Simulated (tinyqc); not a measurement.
Electron continuity equation in a given potential, Scharfetter-Gummel discretisation: two steps of the calculation.

Steady state in one dimension: J = q mu n E + q D dn/dx with E = -dpsi/dx and D = mu Vt, dJ/dx = q (n/tau - G), fixed densities nL and nR at the ends. The potential is given, psi = U x/L, and is not changed by the electrons.

Inputs (values chosen for the exercise); mobility that of a made-up semiconductor: temperature T = 300 K; electron mobility mu = 957 cm^2/(V s); length of the region L = 3.5 um; density at x = 0 nL = 8.7e12 cm^-3; density at x = L nR = 1.1e14 cm^-3; lifetime tau = 4.3e-9 s; uniform generation rate G = 0 cm^-3 s^-1.

Constants: q = 1.602176634e-19 C, kB = 1.380649e-23 J/K, Vt = kB T/q. Results are converted to the units shown.

Problem 1. Bernoulli factors. d_i = (psi_(i+1) - psi_i)/Vt; B(d) = d/(exp(d) - 1), B(0) = 1. The flux on interval i is J_i = (q D/h) [n_(i+1) B(d_i) - n_i B(-d_i)].

psi, node 0 to 10 (V): 0.00000000  0.07100000  0.14200000  0.21300000  0.28400000  0.35500000  0.42600000  0.49700000  0.56800000  0.63900000  0.71000000

Give: d_i; B(d_i); B(-d_i).

Solution 1.

```
interval	d_i	B(d_i)	B(-d_i)
0	2.7464	0.18828	2.9347
1	2.7464	0.18828	2.9347
2	2.7464	0.18828	2.9347
3	2.7464	0.18828	2.9347
4	2.7464	0.18828	2.9347
5	2.7464	0.18828	2.9347
6	2.7464	0.18828	2.9347
7	2.7464	0.18828	2.9347
8	2.7464	0.18828	2.9347
9	2.7464	0.18828	2.9347
```

The largest |d_i| is 2.75, above 2, where central differences lose the sign pattern that keeps densities positive.

Problem 2. Tridiagonal system for the inner nodes. Row i (1 to 9): B(-d_(i-1)) n_(i-1) + b_i n_i + B(d_i) n_(i+1) = f_i with b_i = -B(-d_i) - B(d_(i-1)) - h^2/(D tau) and f_i = -G h^2/D; the known end values are moved to the right: f_1 loses B(-d_0) nL and f_9 loses B(d_9) nR. h = L/10, D = mu Vt.

```
interval	B(d_i)	B(-d_i)
0	0.18828438	2.9346870
1	0.18828438	2.9346870
2	0.18828438	2.9346870
3	0.18828438	2.9346870
4	0.18828438	2.9346870
5	0.18828438	2.9346870
6	0.18828438	2.9346870
7	0.18828438	2.9346870
8	0.18828438	2.9346870
9	0.18828438	2.9346870
```

Find: diagonal b; right side f.

Solution 2.

```
node	diagonal b	right side f (cm^-3)
1	-3.134	-2.553e13
2	-3.134	0
3	-3.134	0
4	-3.134	0
5	-3.134	0
6	-3.134	0
7	-3.134	0
8	-3.134	0
9	-3.134	-2.071e13
```

Numbers from tinyqc (`OMP_NUM_THREADS=1 python tinyqc.py 2220031 2220032 out.jsonl`; about 0.01 s on one thread of a shared Intel Xeon 2.30GHz).
